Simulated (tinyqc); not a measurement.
# Admittance spectroscopy of a deep trap, step by step

Computed by the program tinyqc: `OMP_NUM_THREADS=1 python tinyqc.py 2050110 2050111 out.jsonl`, one thread of a shared Intel Xeon 2.30GHz, about 0.01 s for the whole run. Printed values are rounded.

Schottky contact on an n-type layer with shallow donors Nd (all ionised) and a donor-like deep trap, neutral when filled and positive when empty; depletion approximation. Traps within lam of the depletion edge stay filled. The traps at xt = W - lam, where the level crosses the Fermi level, follow a slow signal and not a fast one. w = 2 pi f.

Values chosen for this exercise; material values those of a made-up semiconductor:
```
symbol    value   unit                                      meaning
eps_r      13.9                               relative permittivity
Nc      6.03e17  cm^-3   conduction-band density of states at 300 K
vth       4.4e7   cm/s                    thermal velocity at 300 K
Nd       1.1e16  cm^-3                        shallow donor density
Vbi        0.84      V                             built-in voltage
Et         0.18     eV  depth of the trap below the conduction edge
sn      3.6e-17   cm^2                        capture cross-section
Nt       9.6e14  cm^-3                                 trap density
Vr          1.7      V                                 reverse bias
f           860     Hz                             signal frequency
T           179      K                                  temperature
```

Constants: q = 1.602176634e-19 C, kB = 1.380649e-23 J/K, eps0 = 8.8541878128e-14 F/cm where lengths are in cm. Results are converted to the units shown.

## Widths and limiting capacitances

lam = sqrt(2 eps0 eps_r (EF - ET)/(q Nd)), EF - ET = Et - (kB T/q) ln(Nc(T)/Nd), Nc(T) = Nc (T/300 K)^1.5. In the steady state at the band bending V, 2 eps0 eps_r V/q = Nd W^2 + Nt (W - lam)^2 (the second term only if W > lam). V = Vbi + Vr. C_HF = eps0 eps_r/W, C_LF = eps0 eps_r (Nd + Nt)/(Nd W + Nt xt).

lam = 134.843 nm
W = 580.853 nm
xt = 446.011 nm
C_HF = 21.1883 nF/cm^2
C_LF = 21.5907 nF/cm^2

The step is 1.90 % of C_HF.

## Admittance at the signal frequency

Emission rate en = sn vth(T) Nc(T) exp(-Et/kB T) = sn g T^2 exp(-Et/kB T), g = vth Nc/(300 K)^2, as vth goes as T^0.5 and Nc as T^1.5 (degeneracy factor 1). Inflection frequency w0 = 2 en [1 + Nt xt/(Nd W)]; C = C_HF + (C_LF - C_HF)/(1 + (w/w0)^2), G/w = (C_LF - C_HF)(w/w0)/(1 + (w/w0)^2).

en = 2908.06 1/s
w0/(2 pi) = 987.694 Hz
C = 21.4172 nF/cm^2
G/w = 0.199245 nF/cm^2

The signal lies near the inflection, where the loss is largest.
